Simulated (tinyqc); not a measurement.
What moves the results: Franz-Keldysh effect at a direct gap. A value that a table varies takes the place of the one given here.

Parabolic bands, vertical transitions, no excitons. For each hole band j: mr = me mj/(me + mj); joint density of states J_j(E) = (mr/c)^(3/2) sqrt(E - Eg)/(2 pi^2), both spins, c = hbar^2/2m0; averaged matrix element |e.p|^2 = m0 Ep/6; alpha_j(E) = 4 pi^2 alpha_f c Ep J_j/(3 nr E) in 1/angstrom (alpha_f the fine-structure constant, listed as alpha among the constants), times 1e8 for 1/cm.

In a field Fd (1 kV/cm = 1e-5 V/angstrom) the electro-optic energy of band j is th = (c (e Fd)^2/mr)^(1/3), and sqrt(E - Eg) in J_j is replaced by pi sqrt(th) [Ai'(b)^2 - b Ai(b)^2] with b = (Eg - E)/th; Ai is the Airy function.

Constants: hbar^2/2m0 = 3.80998211 eV angstrom^2; fine-structure constant alpha = 0.007297352564.

Inputs chosen for the exercise (near those of InP; shifted at random, so the results belong to these values and not to a real crystal):
- Eg = 1.369 eV (direct gap)
- me = 0.0805 m0 (electron mass)
- mhh = 0.574 m0 (heavy-hole mass)
- mlh = 0.091 m0 (light-hole mass)
- Ep = 20.7 eV (Kane energy)
- nr = 3.37 (refractive index)
- Fd = 110 kV/cm (uniform field)
- det = 15 meV (detuning below the gap)

## Spectrum around the gap

Absorption (1/cm):

| E - Eg (eV) | alpha(0) | alpha(F) | change |
|---|---|---|---|
| -0.1007 | 0 | 2.915 | 3 |
| -0.0805 | 0 | 12.52 | 13 |
| -0.0604 | 0 | 48.49 | 48 |
| -0.0403 | 0 | 168.0 | 168 |
| -0.0201 | 0 | 513.3 | 513 |
| 0.0000 | 0 | 1339 | 1339 |
| 0.0201 | 4310 | 2934 | -1376 |
| 0.0403 | 6016 | 5289 | -727 |
| 0.0604 | 7261 | 7654 | 393 |
| 0.0805 | 8267 | 8969 | 703 |
| 0.1007 | 9119 | 9154 | 35 |
| 0.1208 | 9853 | 9499 | -353 |
| 0.1611 | 11078 | 1.122e+04 | 146 |
| 0.2013 | 12067 | 1.213e+04 | 67 |

What does this show?

At the gap alpha(F) = 1339 1/cm; 80.5 meV below it 12.5 1/cm remain, the tail falling as exp(-(4/3) b^(3/2)). Among the energies listed the largest rise is 1339 1/cm at E - Eg = 0.0 meV and the largest fall -1376 1/cm at 20.1 meV. It changes sign between 0.0 and 20.1 meV, between 40.3 and 60.4 meV, between 100.7 and 120.8 meV and between 120.8 and 161.1 meV; th is 40.3 meV for heavy holes and 47.6 meV for light holes.

## Tail absorption against field

At E = Eg - det; the field takes the values listed. The last column is the length for 10 dB of loss.

Results:

| Fd (kV/cm) | th heavy (meV) | b heavy | alpha (1/cm) | length (micrometre) |
|---|---|---|---|---|
| 10 | 8.14 | 1.842 | 8.32 | 2.77e+03 |
| 20 | 12.92 | 1.161 | 63.3 | 364 |
| 40 | 20.52 | 0.731 | 220 | 105 |
| 60 | 26.88 | 0.558 | 369 | 62.5 |
| 100 | 37.79 | 0.397 | 613 | 37.6 |
| 150 | 49.52 | 0.303 | 848 | 27.2 |
| 250 | 69.61 | 0.215 | 1.19e+03 | 19.3 |
| 400 | 95.22 | 0.158 | 1.56e+03 | 14.8 |

What does this show, and why?

alpha grows by 1.6 decades from 10 to 60 kV/cm and by a factor 1.31 over the last step, where the field grows by 1.6: the exponent (4/3) b^(3/2) goes as 1/Fd, so the gain is steep only while b > 1 (deep in the tail the light-hole pair, with its smaller b, carries most of it), that is up to 20 kV/cm of those listed. Values below about 10 1/cm lie under the Urbach and exciton tails of a real crystal, left out here.

## What moves the tail

At E = Eg - det. Each row changes one parameter from the base and keeps the others.

Results:

| case | th heavy (meV) | alpha (1/cm) |
|---|---|---|
| base | 40.269 | 664.8 |
| Fd = 143 kV/cm | 47.966 | 818.3 |
| det = 25 meV | 40.269 | 396.7 |
| me = 0.0926 m0 | 38.668 | 742.8 |
| mlh = 0.1183 m0 | 40.269 | 697.7 |
| Ep = 22.8 eV | 40.269 | 732.2 |
| nr = 3.54 | 40.269 | 632.9 |

How do the results move?

The largest shifts from the base row, up to three for each result and ties (the steps differ in size, so this ranks the rows, not the parameters). th heavy (meV): Fd +7.697, me -1.601; unchanged at the printed digits by det, mlh, Ep and nr. alpha (1/cm): det -268, Fd +154, me +78.0.

Computed by tinyqc, a small Python program: `OMP_NUM_THREADS=1 python tinyqc.py 1682575 1682576 out.jsonl` (the numbers bound the seed that draws the inputs); one thread of a shared host (Intel(R) Xeon(R) Processor @ 2.30GHz), about 0.01 s for the whole set of steps.
